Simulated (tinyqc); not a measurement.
Haynes-Shockley experiment: drift, diffusion and decay of a minority-carrier pulse: one step, computed by the program tinyqc.

A thin sheet of excess carriers is made at x = 0, t = 0 in a long uniform bar; injection is low, so the pulse moves with the minority mobility.

Question. Simple reading of the pulse. With w the full width at half maximum: mu = d/(F t_p); D = (w d)^2/(16 ln2 t_p^3); Einstein ratio D/mu against k_B T/e.

Inputs (values chosen for the exercise, modelled on holes in n-type germanium in a lightly doped bar): minority mobility mu = 1870 cm^2/(V s); temperature T = 250 K; field F = 15 V/cm; distance d to the collector = 0.2 cm.

time of the peak t_p = 7.074313 microsecond

width at half maximum = 2.000722 microsecond

D = 40.28603 cm^2/s

Constants: k_B = 8.617333262e-05 eV/K.

Give: apparent mobility; apparent D; apparent D/mu; error of mu; error of D.

Answer.

apparent mobility = 1885 cm^2/(V s)

apparent D = 40.78 cm^2/s

apparent D/mu = 21.64 mV

error of mu = 0.7889 %

error of D = 1.223 %
